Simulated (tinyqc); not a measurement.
Carrier lifetime of an n-type layer with SRH, radiative, Auger and surface recombination: one step of the calculation.

Uniform excess density dn = dp (no trapping), n = n0 + dn, p = p0 + dn, Boltzmann statistics, full ionisation. Surfaces enter as a rate 2 S dn/d, which holds while diffusion to them is fast.

Question. New dn. With e = n p - ni^2 = dn (n0 + p0 + dn): U_SRH = e/(tp0 (n + n1) + tn0 (p + p1)), U_rad = B e, U_Aug = (Cn n + Cp p) e, U_s = 2 S dn/d. Newton step on ln U(ln dn) = ln G, U the sum: k = d ln U/d ln dn (central difference over factors 1.0001), dn(new) = dn (G/U)^(1/k).

Parameters, values chosen for the exercise; band and dielectric values close to those of cadmium telluride: radiative coefficient B = 1.97e-10 cm^3/s; Auger coefficient (two electrons) Cn = 1.5e-30 cm^6/s; Auger coefficient (two holes) Cp = 1.2e-30 cm^6/s; surface recombination velocity (both faces) S = 0 cm/s; sample thickness d = 20 um; generation rate G = 6.9e21 cm^-3 s^-1.

dn at the start = 2e16 cm^-3
n0 = 4.5e14 cm^-3
p0 = 6.2682752e-4 cm^-3
n1 = 0.0011862409 cm^-3
p1 = 2.3778677e14 cm^-3
tn0 = 0.0049407115 s
tp0 = 8.2345191e-5 s

Wanted: U_SRH; U_rad; U_Aug; U_s; k; dn after iteration 1.

Answer.

U_SRH = 4.0227e18 cm^-3 s^-1
U_rad = 8.0573e22 cm^-3 s^-1
U_Aug = 2.2362e19 cm^-3 s^-1
U_s = 0 cm^-3 s^-1
k = 1.9782
dn after iteration 1 = 5.7731e15 cm^-3

Program tinyqc, `OMP_NUM_THREADS=1 python tinyqc.py 2300134 2300135 out.jsonl`; Intel Xeon 2.30GHz, shared host, one thread, about 0.01 s.
